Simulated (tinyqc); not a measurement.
From results back to parameters: three-band (Emery) model of a CuO2 plane downfolded to one band. Three cases, with inputs chosen for the exercise.

Problem. With d at 0, oxygen p at -D, hoppings tpd and tpp and k in pi/a: at (1,0) the bonding and antibonding levels are the roots of E (E + D) = 4 tpd^2, and at (1,1) the top level solves E (E + D - 4 tpp) = 8 tpd^2. The levels below come from hidden parameters.

Case 1.

levels at (1,0) (eV): bonding -5.46006, antibonding 1.76006

top level at (1,1) = 3.48890 eV

Case 2.

levels at (1,0) (eV): bonding -5.45106, antibonding 1.65106

top level at (1,1) = 3.38990 eV

Case 3.

levels at (1,0) (eV): bonding -3.54742, antibonding 1.84742

top level at (1,1) = 3.69106 eV

Find: D, tpd, tpp.

Solution. The sum of the roots is -D and their product -4 tpd^2; then tpp = (E + D - 8 tpd^2/E)/4.

Case 1.

D, tpd, tpp (eV): 3.70  1.55  0.42

Case 2.

D, tpd, tpp (eV): 3.80  1.50  0.47

Case 3.

D, tpd, tpp (eV): 1.70  1.28  0.46

Computed by tinyqc, one run a case: `OMP_NUM_THREADS=1 python tinyqc.py N N+1 out.jsonl` with N = 1481077, 1481306, 1481404; one thread of a shared Intel(R) Xeon(R) Processor @ 2.30GHz, about 0.08 s a run at most.
